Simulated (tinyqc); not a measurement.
# Programming of a floating-gate cell by Fowler-Nordheim tunnelling: several studies

Per tunnel area the floating gate has Ctun = 3.9 eps0/tox to the channel (0 V) and Ccg to the control gate, Ct = Ctun/(1 - ag), no other coupling. With the threshold shift U = -Q/Ccg the field is F = ag (Vg - U)/tox, and dU/dt = J/Ccg. Fowler-Nordheim: J = A F^2 exp(-B/F), A = q^2/(16 pi^2 hbar mo phi) (times 1e14 for A/cm^2 with F in V/nm, emitter mass m0), B = (4/3) sqrt(mo/C) phi^1.5, C = hbar^2/(2 m0).

Values chosen for this exercise; oxide values close to those of silicon dioxide: tunnel barrier phi = 3.02 eV; tunnelling mass mo = 0.41 m0; tunnel oxide thickness tox = 6.6 nm; coupling ratio Ccg/Ct ag = 0.63; threshold shift at the start Vt0 = -0.7 V; control-gate voltage Vg = 11.6 V.

Constants: q = 1.602176634e-19 C, hbar = 1.054571817e-34 J s, m0 = 9.1093837015e-31 kg, eps0 = 8.8541878128e-14 F/cm where lengths are in cm, hbar^2/(2 m0) = 0.0380998212 eV nm^2. Results are converted to the units shown.

Each table varies one quantity; the others keep the values above.

## Threshold shift against time

Exact: exp(B/F(t)) = exp(B/F(0)) + K t, K = A B ag/(Ccg tox), and U = Vg - tox F/ag.

Results:

| t (s) | F (V/nm) | J (A/cm^2) | U (V) | dU/dlog10 t (V) |
|---|---|---|---|---|
| 3.8e-8 | 1.172 | 0.5319 | -0.6768 | 0.05224 |
| 2.3e-7 | 1.162 | 0.4420 | -0.5725 | 0.2628 |
| 1.4e-6 | 1.124 | 0.2130 | -0.1767 | 0.7709 |
| 9e-6 | 1.051 | 0.04485 | 0.5907 | 1.043 |
| 5.6e-5 | 0.9734 | 0.006757 | 1.403 | 0.9780 |
| 0.0022 | 0.8428 | 1.312e-4 | 2.771 | 0.7461 |
| 0.013 | 0.7912 | 1.958e-5 | 3.311 | 0.6578 |
| 0.083 | 0.7437 | 2.709e-6 | 3.809 | 0.5812 |

Estimate the missing row, t = 0.00035 s.

Computed row:

| t (s) | F (V/nm) | J (A/cm^2) | U (V) | dU/dlog10 t (V) |
|---|---|---|---|---|
| 0.00035 | 0.9037 | 9.460e-4 | 2.132 | 0.8558 |

With this row back in the table: U rises from -0.677 to 3.81 V, while J falls by 5.29 decades, at the end as t^(-1.07). Well past t0 = 1.01e-6 s the stored charge chokes the field and U gains only 0.581 V a decade.

## Effect of the gate voltage

Same model as above.

After 3e-5 s.

Effect of the gate voltage:

| Vg (V) | F (V/nm) | J (A/cm^2) | U (V) |
|---|---|---|---|
| 8.6 | 0.8859 | 5.457e-4 | -0.6811 |
| 9.2 | 0.9361 | 0.002445 | -0.6070 |
| 9.8 | 0.9720 | 0.006524 | -0.3833 |
| 10.5 | 0.9917 | 0.01083 | 0.1111 |
| 11.1 | 0.9974 | 0.01252 | 0.6512 |
| 11.7 | 0.9994 | 0.01316 | 1.230 |
| 12.3 | 1.000 | 0.01340 | 1.823 |
| 13 | 1.000 | 0.01350 | 2.519 |
| 13.6 | 1.001 | 0.01354 | 3.118 |

U rises from -0.681 to 3.12 V, by 0.12 V a volt between the first two rows and 0.998 between the last two: once K t exceeds exp(B/F(0)) the final field, 1.00 V/nm, no longer depends on Vg. In 3 of the 9 rows the starting field exceeds 12 MV/cm, where the oxide would wear out or break down quickly.

## Effect of the coupling ratio

Same model as above.

After 3e-5 s.

Effect of the coupling ratio:

| ag | F(0) (V/nm) | F (V/nm) | J (A/cm^2) | U (V) |
|---|---|---|---|---|
| 0.42 | 0.7827 | 0.7827 | 1.395e-5 | -0.6989 |
| 0.47 | 0.8759 | 0.8741 | 3.746e-4 | -0.6751 |
| 0.52 | 0.9691 | 0.9499 | 0.003589 | -0.4560 |
| 0.57 | 1.062 | 0.9854 | 0.009226 | 0.1905 |
| 0.63 | 1.174 | 0.9992 | 0.01309 | 1.132 |
| 0.68 | 1.267 | 1.007 | 0.01573 | 1.830 |
| 0.73 | 1.360 | 1.014 | 0.01905 | 2.429 |
| 0.78 | 1.454 | 1.024 | 0.02386 | 2.937 |

The starting field rises from 0.783 to 1.45 V/nm and U rises from -0.699 to 2.94 V. Between the last two rows 0.01 of coupling is worth 102 mV. In 3 of the 8 rows the starting field exceeds 12 MV/cm, where the oxide would wear out or break down quickly.

Range of the model: Programming fields of 10 MV/cm and more wear the oxide; trapping and the channel potential are ignored.

Computed by the program tinyqc: `OMP_NUM_THREADS=1 python tinyqc.py 2130007 2130008 out.jsonl`, one thread of a shared Intel Xeon 2.30GHz, about 0.01 s for the whole run.
